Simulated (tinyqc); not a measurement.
FCI on RHF in the sto-3g basis, for H3+, spin multiplicity 1, step by step. One step of it, computed by the program tinyqc.

Task: Integrals over molecular orbitals. (pq|rs) = sum C_ip C_jq C_kr C_ls (ij|kl), one index at a time.

coefficients C, order 1H 1s, 2H 1s, 3H 1s:
```
[[0.385708, -0.885419, -0.986134],
 [0.385503, 1.296122, -0.274610],
 [0.385849, -0.410332, 1.260477]]
```

core Hamiltonian H = T + V (hartree), order 1H 1s, 2H 1s, 3H 1s:
```
[[-1.699840, -1.293990, -1.295072],
 [-1.293990, -1.699541, -1.294431],
 [-1.295072, -1.294431, -1.700046]]
```

Two-electron integrals (ij|kl) in chemists' order, unique and non-zero (hartree):
```
(11|11) 0.774606   (21|11) 0.410407   (21|21) 0.258926   (22|11) 0.547296
(22|21) 0.410407   (22|22) 0.774606   (31|11) 0.410871   (31|21) 0.240243
(31|22) 0.350005   (31|31) 0.259437   (32|11) 0.349896   (32|21) 0.240125
(32|22) 0.410596   (32|31) 0.240323   (32|32) 0.259134   (33|11) 0.547606
(33|21) 0.349821   (33|22) 0.547422   (33|31) 0.410871   (33|32) 0.410596
(33|33) 0.774606
```

Give: one-electron integrals over orbitals h = C^T H C; Two-electron integrals over orbitals.

Result:

one-electron integrals over orbitals h = C^T H C (hartree):
```
[[-1.914, 0.000, 0.000],
 [0.000, -1.068, 0.000],
 [0.000, 0.000, -1.067]]
```

Two-electron integrals over orbitals (pq|rs), unique and non-zero (hartree):
```
(11|11) 0.631       (21|11) -9.12e-05   (21|21) 0.144       (22|11) 0.612
(22|21) 0.070       (22|22) 0.687       (31|11) 6.59e-05    (31|21) 1.61e-08
(31|22) -0.051      (31|31) 0.144       (32|11) 2.77e-08    (32|21) -0.051
(32|22) -4.97e-05   (32|31) -0.070      (32|32) 0.069       (33|11) 0.612
(33|21) -0.070      (33|22) 0.548       (33|31) 0.051       (33|32) 4.97e-05
(33|33) 0.687
```
